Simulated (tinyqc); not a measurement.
Space-charge-limited current with shallow traps: one step of the calculation.

One carrier type, drift only, an injecting contact at x = 0 (zero field) and thickness L. The share th = y/(1 + y), y = (Nc/Nt) exp(-Et/kB T), of the injected charge is free: J = q mu n F, eps0 eps_r dF/dx = q (n - n0)/th.

Problem. The exact current. Exact: with u = n0/n(L), w = -u - ln(1 - u) and v = -u - u^2/2 - ln(1 - u), V = (q n0 L^2/(th eps0 eps_r)) v/w^2 and J = q^2 n0^2 mu L/(th eps0 eps_r w). v/w^2 falls steadily with u, so u follows by bisection.

Inputs (values chosen for the exercise): temperature T = 250 K; relative permittivity eps_r = 7.3; mobility mu = 0.008 cm^2/(V s); thickness L = 77 nm; band density of states Nc = 1.7e19 cm^-3; trap density Nt = 2.7e18 cm^-3; trap depth Et = 0.22 eV; free carrier density in equilibrium n0 = 1.3e13 cm^-3; voltage V = 4.7 V.

Constants: q = 1.602176634e-19 C, kB = 1.380649e-23 J/K, Vt = kB T/q, eps0 = 8.8541878128e-14 F/cm where lengths are in cm. Results are converted to the units shown.

Wanted: v/w^2; u; w; J; exit field over V/L.

Solution.

v/w^2 = 5.687
u = 0.2056
w = 0.02456
J = 0.07280 A/cm^2
exit field over V/L = 1.472

J is 3.2 % below the plain sum of the two limits; the exit field lies between the ohmic 1 and the Mott-Gurney 1.5.

Range of the model: Diffusion and a field-dependent mobility are left out. With injecting contacts the diffusion current, about 4 pi^2 Vt th eps0 eps_r mu V/L^3, equals the Mott-Gurney current at V = 35 kB T/q (0.9 V at 300 K), so the drift-only result needs V well above that.

Numbers from tinyqc (`OMP_NUM_THREADS=1 python tinyqc.py 2370111 2370112 out.jsonl`; about 0.01 s on one thread of a shared Intel Xeon 2.30GHz).
